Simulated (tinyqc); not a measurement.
p-i-n power rectifier, conductivity modulation at high injection: one step of the calculation.

A drift layer from x = -d to d (2 d = W) between ideal p+ and n+ emitters (no recombination in them). High injection, n = p, ambipolar diffusion with one lifetime; both mobilities scale as (T/300 K)^(-bt).

Task. Forward voltage and stored charge. Ohmic drop: integral of J/(q (mun + mup) n); diffusion (Dember) drop Vt B ln(n(-d)/n(d)); both junctions together Vt ln(n(-d) n(d)/ni^2), ni = sqrt(Nc Nv) exp(-Eg/(2 Vt)), Eg in volts; V_F = the sum; stored charge q times the integral of n. Trapezoid rule; mun and mup scale as (T/300 K)^(-bt).

Parameters, values chosen for the exercise; bulk values close to those of 4H silicon carbide:
```
symbol   value        unit                                     meaning
T          300           K                                 temperature
mud        794  cm^2/(V s)                     drift mobility at 300 K
bt         2.1              temperature exponent of the drift mobility
mup        106  cm^2/(V s)                      hole mobility at 300 K
Eg        3.37          eV                                    band gap
Nc      1.7e19       cm^-3      conduction-band density of states at T
Nv      2.5e19       cm^-3         valence-band density of states at T
J           20      A/cm^2                     forward current density
```

Constants: q = 1.602176634e-19 C, kB = 1.380649e-23 J/K, Vt = kB T/q. Results are converted to the units shown.

```
point      x (um)     n (cm^-3)
0      -80.290035  8.5633740e16
1      -62.447805  5.3346091e16
2      -44.605575  3.3400739e16
3      -26.763345  2.1183075e16
4       -8.921115  1.3866385e16
5        8.921115  9.7578602e15
6       26.763345  7.9069407e15
7       44.605575  7.8853927e15
8       62.447805  9.6882309e15
9       80.290035  1.3732565e16
```

B = 0.76444444

Find: ohmic drop; diffusion drop; junction drops; V_F; stored charge.

Result.

ohmic drop = 0.1656 V
diffusion drop = 0.03617 V
junction drops = 3.039 V
V_F = 3.241 V
stored charge = 59.09 uC/cm^2

tinyqc, about 0.01 s, one thread, Intel Xeon 2.30GHz (shared host): `OMP_NUM_THREADS=1 python tinyqc.py 2230152 2230153 out.jsonl`
